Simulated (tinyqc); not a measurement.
Thermal, flicker and telegraph noise of a field-effect transistor: one step, computed by the program tinyqc.

Strong inversion, threshold roll-off and channel-length modulation left out; noise sources are uncorrelated and are given as one-sided spectral densities.

Problem. Thermal noise and corner. C_ox = 3.9 eps_0/t; V_c = 2 v_s L/mu; I = W C_ox v_s V_ov^2/(V_ov + V_c); g_m = W C_ox v_s V_ov (V_ov + 2 V_c)/(V_ov + V_c)^2; g_d0 = mu C_ox (W/L) V_ov. Thermal: S_I = 4 k_B T gamma g_d0; input-referred S_V = S_I/g_m^2; corner f_c where flicker equals thermal. Total input noise from 1 Hz to f_c: sqrt(S_V,thermal [f_c ln(f_c/1 Hz) + f_c - 1 Hz]).

Inputs (values chosen for the exercise, modelled on a high-k silicon transistor):
```
quantity                        value         unit
width W                           1.1   micrometre
length L                           82           nm
electrical oxide thickness t      1.3           nm
mobility mu                       170   cm^2/(V s)
saturation velocity v_s           1.1     1e7 cm/s
overdrive V_ov                   0.67            V
thermal noise factor gamma      0.667            -
oxide trap density N_t        2.4e+16  1/(eV cm^3)
frequency f                      2000           Hz
temperature T                     400            K
```

Operating region: saturation. Flicker model: number fluctuation.

g_m = 2006.401 microsiemens

flicker S_I = 6.059859e-20 A^2/Hz

drain current I = 833.4194 microampere

Constants: k_B = 1.380649e-23 J/K; eps_0 = 8.8541878128e-12 F/m; e = 1.602176634e-19 C.

Give: thermal S_I; input-referred thermal noise; corner frequency f_c; input noise up to f_c; full shot noise 2eI over thermal S_I.

Solution.

thermal S_I = 5.9800e-23 A^2/Hz

input-referred thermal noise = 3.8542 nV/sqrt(Hz)

corner frequency f_c = 2.0267e+06 Hz

input noise up to f_c = 21.617 microvolt

full shot noise 2eI over thermal S_I = 4.4658

At f the noise is flicker dominated (f_c/f = 1010). Caution: fewer than one trap per decade of time constant is active, so one device shows telegraph steps and the 1/f law is only a mean over many devices.
